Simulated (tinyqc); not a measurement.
Crystal pulling from the melt: segregation, interface stability, heat balance and point-defect regime: one step, computed by the program tinyqc. Command: `OMP_NUM_THREADS=1 python tinyqc.py 3019886 3019887 out.jsonl pull walk`. One thread of a shared host (Intel(R) Xeon(R) Processor @ 2.30GHz), about 0.01 s of CPU time with the checks.

A dilute solute; steady pulling with a flat interface unless it is found unstable.

Problem. Constitutional supercooling. Liquidus slope per concentration (van 't Hoff): |m| = k_B T_m^2 (1 - k0)/L. Solute gradient at the interface: G_C = (V/D) C_s (1 - k0)/k0. Constitutional supercooling sets in when |m| G_C > G_L. Critical C_s from the equality.

Inputs (values chosen for the exercise, modelled on aluminium in silicon):
```
quantity                      value    unit
equilibrium coefficient k0    0.002       -
diffusivity in the melt D   0.00023  cm^2/s
pull rate V                     1.4  mm/min
gradient in the melt G_L        6.6    K/cm
latent heat per volume L       4290  J/cm^3
melting point T_m              1685       K
```

C_s = 3.516129e+16 1/cm^3

Constants: k_B = 1.380649e-23 J/K.

Give: |m|; |m| G_C; critical C_s; ratio |m| G_C/G_L.

Solution.

|m| = 9.119e-21 K cm^3

|m| G_C = 1.623 K/cm

critical C_s = 1.430e+17 1/cm^3

ratio |m| G_C/G_L = 0.2459

The interface is stable by this test, with a margin of 4.1.
